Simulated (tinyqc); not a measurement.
Inside a calculation: quaternary alloy A(x)B(1-x)C(y)D(1-y) matched to a substrate. Values are carried at full precision from step to step, so a last printed digit may differ when a step is redone from the rounded ones.

Matching a(x,y) = a_s gives x = (a_s - y a_BC - (1 - y) a_BD)/(y (a_AC - a_BC) + (1 - y)(a_AD - a_BD)).
Constants: hc = 1239.841984 eV nm.

Parameters, chosen for this exercise (AC, AD, BC, BD near GaAs, GaP, InAs and InP; substrate near InP; not measured data): a = (5.652, 5.446, 6.05, 5.871) angstrom (lattice constants of AC, AD, BC, BD); a_s = 5.871 angstrom (substrate); y = 0.95 (fraction of C); Eg = (1.509, 2.873, 0.417, 1.419) eV (gaps at Gamma of AC, AD, BC, BD); Cb = (0.533, 0.607, 0.201, 0.113) eV (bowing of ABC, ABD, ACD, BCD); dx = -0.007 (error of x in growth).

## The matched composition

Give numerator, denominator and x.

numerator = -0.17005 angstrom
denominator = -0.39935 angstrom
x = 0.4258

## The gap by rule 1

Q(x,y) = x y Q_AC + x (1 - y) Q_AD + (1 - x) y Q_BC + (1 - x)(1 - y) Q_BD for the lattice constant. Gap, rule 1: Q(x,y) - x (1 - x)[y C_ABC + (1 - y) C_ABD] - y (1 - y)[x C_ACD + (1 - x) C_BCD]. Rule 2 (mean of ternaries): {x (1 - x)[y T_ABC(x) + (1 - y) T_ABD(x)] + y (1 - y)[x T_ACD(y) + (1 - x) T_BCD(y)]}/{x (1 - x) + y (1 - y)}, T_ABC(x) = x E_AC + (1 - x) E_BC - C_ABC x (1 - x), T_ACD(y) = y E_AC + (1 - y) E_AD - C_ACD y (1 - y), and alike. Only the Gamma valley is followed.

Give the four weights, the bilinear part, the two bowing terms, the gap and hc/gap.

weights of AC, AD, BC, BD: 0.4045  0.0213  0.5455  0.0287

bilinear part = 0.9398 eV

bowing terms (eV): 0.1312  0.0071

gap = 0.8014 eV
wavelength = 1547 nm

## The gap by rule 2

Give the four ternary gaps and their weighted mean.

T_ABC, T_ABD, T_ACD, T_BCD (eV): 0.7517  1.8897  1.5677  0.4617

gap = 0.8288 eV

Rule 2 lies 27 meV above rule 1: it averages the two bowing terms where rule 1 adds them. Both agree on the ternary edges.

## An error in composition

Replace x by x + dx; mismatch (a_s - a)/a and change of the relaxed gap by rule 1.

a = 5.8738 angstrom
mismatch = -0.048 %
change of the gap = -7.2 meV

The layer would be under compression; the strain shift of the gap is not included.

## Checks

- Lattice constant at the matched composition against a_s (angstrom): both 5.8710.
- Rule 2 as a mean of ternaries against its form with averaged bowing (eV): both 0.8288.

(tinyqc, `OMP_NUM_THREADS=1 python tinyqc.py 1050504 1050505 out.jsonl`, Intel(R) Xeon(R) Processor @ 2.30GHz, 1 thread, shared host, about 0.01 s.)
